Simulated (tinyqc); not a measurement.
ROHF in the sto-6g basis, for H4+, spin multiplicity 2, step by step. Computed by tinyqc, a small Python program that keeps every step (integrals from PySCF). Settings: charge = 1, multiplicity = 2, basis = sto-6g, energy threshold = 1e-10, iteration cap = 85, orthogonalisation = symmetric, start = core, DIIS depth = 0, method = ROHF. Command: `OMP_NUM_THREADS=1 python tinyqc.py 24592 24593 out.jsonl` (the two numbers bound the seeds that draw the settings). One thread of a shared host (Intel(R) Xeon(R) Processor @ 2.60GHz), about 0.04 s of CPU time with the checks. Later iterations appear only in the table of the cycle.

## One-electron integrals

Geometry (angstrom):
```
atom         x         y         z
H     0.000000  0.000000  0.000000
H     0.000000  0.000000  1.559000
H     0.000000  2.296000  0.000000
H     0.000000  2.296000  1.559000
```

Basis sto-6g: exponents (1/bohr^2) and contraction coefficients of normalised primitives:
```
element  l (shell)   exponent  coefficient
H            s (1)  35.523221     0.009164
H            s (1)   6.513144     0.049361
H            s (1)   1.822143     0.168538
H            s (1)   0.625955     0.370563
H            s (1)   0.243077     0.416492
H            s (1)   0.100112     0.130334
```

Overlap, kinetic and nuclear-attraction integrals over the contracted functions; the nuclear repulsion is the sum of Za Zb / Rab.

nuclear repulsion = 1.52117579 hartree

overlap S:
```
          1H 1s     2H 1s     3H 1s     4H 1s
1H 1s  1.000000  0.235824  0.073836  0.032384
2H 1s  0.235824  1.000000  0.032384  0.073836
3H 1s  0.073836  0.032384  1.000000  0.235824
4H 1s  0.032384  0.073836  0.235824  1.000000
```

kinetic energy T (hartree):
```
           1H 1s      2H 1s      3H 1s      4H 1s
1H 1s   0.768522   0.004111  -0.011618  -0.007548
2H 1s   0.004111   0.768522  -0.007548  -0.011618
3H 1s  -0.011618  -0.007548   0.768522   0.004111
4H 1s  -0.007548  -0.011618   0.004111   0.768522
```

nuclear attraction V (hartree):
```
           1H 1s      2H 1s      3H 1s      4H 1s
1H 1s  -1.999054  -0.401194  -0.112999  -0.050585
2H 1s  -0.401194  -1.999054  -0.050585  -0.112999
3H 1s  -0.112999  -0.050585  -1.999054  -0.401194
4H 1s  -0.050585  -0.112999  -0.401194  -1.999054
```

core Hamiltonian H = T + V (hartree):
```
           1H 1s      2H 1s      3H 1s      4H 1s
1H 1s  -1.230532  -0.397083  -0.124617  -0.058133
2H 1s  -0.397083  -1.230532  -0.058133  -0.124617
3H 1s  -0.124617  -0.058133  -1.230532  -0.397083
4H 1s  -0.058133  -0.124617  -0.397083  -1.230532
```

## Two-electron integrals

Functions are numbered as in S; the eight-fold symmetry (ij|kl) = (ji|kl) = (kl|ij) leaves the list below.

Two-electron integrals (ij|kl) in chemists' order, unique and non-zero (hartree):
```
(11|11) 0.774999   (21|11) 0.124133   (21|21) 0.031108   (22|11) 0.333929
(22|21) 0.124133   (22|22) 0.774999   (31|11) 0.031774   (31|21) 0.006168
(31|22) 0.019880   (31|31) 0.002608   (32|11) 0.010952   (32|21) 0.002904
(32|22) 0.012421   (32|31) 0.000960   (32|32) 0.000459   (33|11) 0.230204
(33|21) 0.051030   (33|22) 0.190639   (33|31) 0.031774   (33|32) 0.012421
(33|33) 0.774999   (41|11) 0.012421   (41|21) 0.002904   (41|22) 0.010952
(41|31) 0.000960   (41|32) 0.000446   (41|33) 0.010952   (41|41) 0.000459
(42|11) 0.019880   (42|21) 0.006168   (42|22) 0.031774   (42|31) 0.001627
(42|32) 0.000960   (42|33) 0.019880   (42|41) 0.000960   (42|42) 0.002608
(43|11) 0.051030   (43|21) 0.012503   (43|22) 0.051030   (43|31) 0.006168
(43|32) 0.002904   (43|33) 0.124133   (43|41) 0.002904   (43|42) 0.006168
(43|43) 0.031108   (44|11) 0.190639   (44|21) 0.051030   (44|22) 0.230204
(44|31) 0.019880   (44|32) 0.010952   (44|33) 0.333929   (44|41) 0.012421
(44|42) 0.031774   (44|43) 0.124133   (44|44) 0.774999
```

## Orthogonalisation

S = U s U^T; symmetric (Loewdin) form X = U s^(-1/2) U^T, so that X^T S X = 1.

eigenvalues of S: 0.722724  0.805629  1.129603  1.342044

X:
```
           1H 1s      2H 1s      3H 1s      4H 1s
1H 1s   1.023626  -0.121578  -0.034961  -0.003877
2H 1s  -0.121578   1.023626  -0.003877  -0.034961
3H 1s  -0.034961  -0.003877   1.023626  -0.121578
4H 1s  -0.003877  -0.034961  -0.121578   1.023626
```

## Starting guess

The start is the orbitals of the core Hamiltonian; D(s) = C_occ C_occ^T for each spin.

D(alpha) at the start:
```
           1H 1s      2H 1s      3H 1s      4H 1s
1H 1s   0.407600   0.407600  -0.035034  -0.035034
2H 1s   0.407600   0.407600  -0.035034  -0.035034
3H 1s  -0.035034  -0.035034   0.407600   0.407600
4H 1s  -0.035034  -0.035034   0.407600   0.407600
```

D(beta) at the start:
```
          1H 1s     2H 1s     3H 1s     4H 1s
1H 1s  0.186283  0.186283  0.186283  0.186283
2H 1s  0.186283  0.186283  0.186283  0.186283
3H 1s  0.186283  0.186283  0.186283  0.186283
4H 1s  0.186283  0.186283  0.186283  0.186283
```

## Iteration 1: building the Fock matrix

J_ij = sum D_kl (ij|kl) with D = D(alpha) + D(beta), K_ij = sum D_kl (ik|jl) for each spin; F = H + J - K(s); E = tr D H + tr D J / 2 - 0.5 sum_s tr D(s) K(s) + E_nn.

Coulomb J (hartree):
```
          1H 1s     2H 1s     3H 1s     4H 1s
1H 1s  1.139252  0.265340  0.077866  0.035515
2H 1s  0.265340  1.139252  0.035515  0.077866
3H 1s  0.077866  0.035515  1.139252  0.265340
4H 1s  0.035515  0.077866  0.265340  1.139252
```

exchange K(alpha) (hartree):
```
          1H 1s     2H 1s     3H 1s     4H 1s
1H 1s  0.428062  0.248813  0.029973  0.022894
2H 1s  0.248813  0.428062  0.022894  0.029973
3H 1s  0.029973  0.022894  0.428062  0.248813
4H 1s  0.022894  0.029973  0.248813  0.428062
```

exchange K(beta) (hartree):
```
          1H 1s     2H 1s     3H 1s     4H 1s
1H 1s  0.217186  0.129858  0.084449  0.073014
2H 1s  0.129858  0.217186  0.073014  0.084449
3H 1s  0.084449  0.073014  0.217186  0.129858
4H 1s  0.073014  0.084449  0.129858  0.217186
```

F(alpha) (hartree):
```
           1H 1s      2H 1s      3H 1s      4H 1s
1H 1s  -0.519343  -0.380556  -0.076724  -0.045513
2H 1s  -0.380556  -0.519343  -0.045513  -0.076724
3H 1s  -0.076724  -0.045513  -0.519343  -0.380556
4H 1s  -0.045513  -0.076724  -0.380556  -0.519343
```

F(beta) (hartree):
```
           1H 1s      2H 1s      3H 1s      4H 1s
1H 1s  -0.308466  -0.261601  -0.131200  -0.095633
2H 1s  -0.261601  -0.308466  -0.095633  -0.131200
3H 1s  -0.131200  -0.095633  -0.308466  -0.261601
4H 1s  -0.095633  -0.131200  -0.261601  -0.308466
```

total energy of this density = -1.48926094 hartree

## Iteration 1: Roothaan effective Fock matrix

With projectors Pc = D(beta) S, Po = (D(alpha) - D(beta)) S, Pv = 1 - D(alpha) S, the block xy is Px^T F Py; with Fc = (F(alpha) + F(beta))/2, the blocks are Fc for cc, oo, vv and cv, F(beta) for co and F(alpha) for ov.

effective F (hartree):
```
           1H 1s      2H 1s      3H 1s      4H 1s
1H 1s  -0.413905  -0.321079  -0.103962  -0.070573
2H 1s  -0.321079  -0.413905  -0.070573  -0.103962
3H 1s  -0.103962  -0.070573  -0.413905  -0.321079
4H 1s  -0.070573  -0.103962  -0.321079  -0.413905
```

## Iteration 1: diagonalisation and new density

Diagonalise F' = X^T F X, C = X C', fill 2 alpha and 1 beta electrons from the bottom; D(s) = C_occ C_occ^T. Each column has its largest component positive (the first on a tie).

F' = X^T F X (hartree):
```
           1          2          3          4
1  -0.353191  -0.233738  -0.063998  -0.026785
2  -0.233738  -0.353191  -0.026785  -0.063998
3  -0.063998  -0.026785  -0.353191  -0.233738
4  -0.026785  -0.063998  -0.233738  -0.353191
```

orbital energies (hartree): MO1 -0.677711, MO2 -0.496146, MO3 -0.156666, MO4 -0.082240

coefficients C:
```
            MO1        MO2        MO3        MO4
1H 1s  0.431605   0.470443   0.557061   0.588144
2H 1s  0.431605   0.470443  -0.557061  -0.588144
3H 1s  0.431605  -0.470443   0.557061  -0.588144
4H 1s  0.431605  -0.470443  -0.557061   0.588144
```

D(alpha) after iteration 1:
```
           1H 1s      2H 1s      3H 1s      4H 1s
1H 1s   0.407600   0.407600  -0.035034  -0.035034
2H 1s   0.407600   0.407600  -0.035034  -0.035034
3H 1s  -0.035034  -0.035034   0.407600   0.407600
4H 1s  -0.035034  -0.035034   0.407600   0.407600
```

D(beta) after iteration 1:
```
          1H 1s     2H 1s     3H 1s     4H 1s
1H 1s  0.186283  0.186283  0.186283  0.186283
2H 1s  0.186283  0.186283  0.186283  0.186283
3H 1s  0.186283  0.186283  0.186283  0.186283
4H 1s  0.186283  0.186283  0.186283  0.186283
```

## Iteration 2: building the Fock matrix

As before.

Coulomb J (hartree):
```
          1H 1s     2H 1s     3H 1s     4H 1s
1H 1s  1.139252  0.265340  0.077866  0.035515
2H 1s  0.265340  1.139252  0.035515  0.077866
3H 1s  0.077866  0.035515  1.139252  0.265340
4H 1s  0.035515  0.077866  0.265340  1.139252
```

exchange K(alpha) (hartree):
```
          1H 1s     2H 1s     3H 1s     4H 1s
1H 1s  0.428062  0.248813  0.029973  0.022894
2H 1s  0.248813  0.428062  0.022894  0.029973
3H 1s  0.029973  0.022894  0.428062  0.248813
4H 1s  0.022894  0.029973  0.248813  0.428062
```

exchange K(beta) (hartree):
```
          1H 1s     2H 1s     3H 1s     4H 1s
1H 1s  0.217186  0.129858  0.084449  0.073014
2H 1s  0.129858  0.217186  0.073014  0.084449
3H 1s  0.084449  0.073014  0.217186  0.129858
4H 1s  0.073014  0.084449  0.129858  0.217186
```

F(alpha) (hartree):
```
           1H 1s      2H 1s      3H 1s      4H 1s
1H 1s  -0.519343  -0.380556  -0.076724  -0.045513
2H 1s  -0.380556  -0.519343  -0.045513  -0.076724
3H 1s  -0.076724  -0.045513  -0.519343  -0.380556
4H 1s  -0.045513  -0.076724  -0.380556  -0.519343
```

F(beta) (hartree):
```
           1H 1s      2H 1s      3H 1s      4H 1s
1H 1s  -0.308466  -0.261601  -0.131200  -0.095633
2H 1s  -0.261601  -0.308466  -0.095633  -0.131200
3H 1s  -0.131200  -0.095633  -0.308466  -0.261601
4H 1s  -0.095633  -0.131200  -0.261601  -0.308466
```

total energy of this density = -1.48926094 hartree

## Iteration 2: Roothaan effective Fock matrix

As before.

effective F (hartree):
```
           1H 1s      2H 1s      3H 1s      4H 1s
1H 1s  -0.413905  -0.321079  -0.103962  -0.070573
2H 1s  -0.321079  -0.413905  -0.070573  -0.103962
3H 1s  -0.103962  -0.070573  -0.413905  -0.321079
4H 1s  -0.070573  -0.103962  -0.321079  -0.413905
```

## Iteration 2 (converged): orbitals

As before.

F' = X^T F X (hartree):
```
           1          2          3          4
1  -0.353191  -0.233738  -0.063998  -0.026785
2  -0.233738  -0.353191  -0.026785  -0.063998
3  -0.063998  -0.026785  -0.353191  -0.233738
4  -0.026785  -0.063998  -0.233738  -0.353191
```

orbital energies (hartree): MO1 -0.677711, MO2 -0.496146, MO3 -0.156666, MO4 -0.082240

coefficients C:
```
            MO1        MO2        MO3        MO4
1H 1s  0.431605   0.470443   0.557061   0.588144
2H 1s  0.431605   0.470443  -0.557061  -0.588144
3H 1s  0.431605  -0.470443   0.557061  -0.588144
4H 1s  0.431605  -0.470443  -0.557061   0.588144
```

D(alpha) after iteration 2:
```
           1H 1s      2H 1s      3H 1s      4H 1s
1H 1s   0.407600   0.407600  -0.035034  -0.035034
2H 1s   0.407600   0.407600  -0.035034  -0.035034
3H 1s  -0.035034  -0.035034   0.407600   0.407600
4H 1s  -0.035034  -0.035034   0.407600   0.407600
```

D(beta) after iteration 2:
```
          1H 1s     2H 1s     3H 1s     4H 1s
1H 1s  0.186283  0.186283  0.186283  0.186283
2H 1s  0.186283  0.186283  0.186283  0.186283
3H 1s  0.186283  0.186283  0.186283  0.186283
4H 1s  0.186283  0.186283  0.186283  0.186283
```

## Convergence

Stop when the energy changes by less than 1e-10 hartree and every element of the error matrix X^T (F D S - S D F) X is below 3e-06.

Course of the cycle:
```
iteration  E (hartree)    change  largest element of the error matrix
1          -1.48926094         -                             2.79e-15
2          -1.48926094  4.44e-16                             5.70e-16
```

PySCF ROHF in the same basis = -1.48926094 hartree

Converged in 2 iterations.

## Populations, bond orders and dipole

Mulliken: Z minus the diagonal of D S on the atom; Loewdin: the same with S^(1/2) D S^(1/2); Mayer order: 2 sum_s sum (D(s) S)_ij (D(s) S)_ji over the two atoms.

Charges (e):
```
atom  Mulliken   Loewdin  Mulliken spin
1H    0.250000  0.250000       0.250000
2H    0.250000  0.250000       0.250000
3H    0.250000  0.250000       0.250000
4H    0.250000  0.250000       0.250000
```

Mayer bond orders:
```
pair     order
2-1   0.625000
3-1   0.125000
3-2   0.125000
4-1   0.125000
4-2   0.125000
4-3   0.625000
```

dipole moment about the origin, x y z (debye): 0.000000  5.514079  3.744098
